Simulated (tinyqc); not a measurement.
Surface potential of a MOS transistor: implicit equation and explicit approximations: two steps of the calculation.

p-type body, charge-sheet picture, depletion and inversion only, full ionisation (an idealisation for deep acceptors), Boltzmann statistics (rough once Na exp(x - xn) passes about Nc/7). In units of Vt: xg = (Vg - Vfb)/Vt, x = psi/Vt, G = gamma/sqrt(Vt), xn = (2 phiF + Vc)/Vt. The implicit equation is (xg - x)^2 = G^2 [x - 1 + exp(x - xn)] for x above about 3. Cox = eps0 eox/tox.

Inputs (values chosen for the exercise); band and dielectric values close to those of silicon:
```
symbol  value  unit                                                                 meaning
T         350     K                                                             temperature
eox       3.9        relative permittivity of the gate insulator (close to silicon dioxide)
tox       1.8    nm                                                     insulator thickness
Vc        0.2     V                                                    channel-body voltage
```

Constants: q = 1.602176634e-19 C, kB = 1.380649e-23 J/K, Vt = kB T/q, eps0 = 8.8541878128e-14 F/cm where lengths are in cm. Results are converted to the units shown.

Problem 1. New x. D = exp(x - xn), f = (xg - x)^2 - G^2 (x - 1 + D), f' = -2 (xg - x) - G^2 (1 + D), x(new) = x - f/f'.

x after iteration 1 = 43.840017
G = 0.33854473
xn = 30.170098
xg = 47.081188

Wanted: D; f; f'; x after iteration 2.

Solution 1.

D = 8.6451e5
f = -99078
f' = -99090
x after iteration 2 = 42.840

Problem 2. Potential, charges and gate control. psi = Vt x; N_dep = Cox Vt G sqrt(x - 1)/q; N_inv = (Cox Vt G/q) [sqrt(x - 1 + exp(x - xn)) - sqrt(x - 1)]; dpsi/dVg = 1/[1 + G^2 (1 + exp(x - xn))/(2 (xg - x))].

converged x = 36.930576
G = 0.33854473
xn = 30.170098
xg = 47.081188

Wanted: psi; N_dep; N_inv; dpsi/dVg.

Solution 2.

psi = 1.114 V
N_dep = 7.329e11 cm^-2
N_inv = 2.933e12 cm^-2
dpsi/dVg = 0.1701

psi lies 6.8 Vt above 2 phiF + Vc.

Program tinyqc, `OMP_NUM_THREADS=1 python tinyqc.py 2122173 2122174 out.jsonl`; Intel Xeon 2.30GHz, shared host, one thread, about 0.01 s.
